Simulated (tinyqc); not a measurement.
## Electron density from the filling shift

Problem. At zero temperature the Burstein-Moss shift of one parabolic valley is (C/me + C/mh) kF^2 with kF = (3 pi^2 n)^(1/3), C = hbar^2/(2 m0). Find kF and n.

Parameters, values chosen for the exercise: electron mass me = 0.0402 m0; hole mass mh = 0.457 m0.

Constants: q = 1.602176634e-19 C, hbar = 1.054571817e-34 J s, m0 = 9.1093837015e-31 kg, hbar^2/(2 m0) = 0.0380998212 eV nm^2. Results are converted to the units shown.

filling shift = 436.42984 meV

Answer. The shift gives kF^2, and n = kF^3/(3 pi^2).

kF = 0.651 1/nm
n = 9.30e18 cm^-3

Program tinyqc, `OMP_NUM_THREADS=1 python tinyqc.py 2330044 2330045 out.jsonl`; Intel Xeon 2.30GHz, shared host, one thread, about 0.01 s.
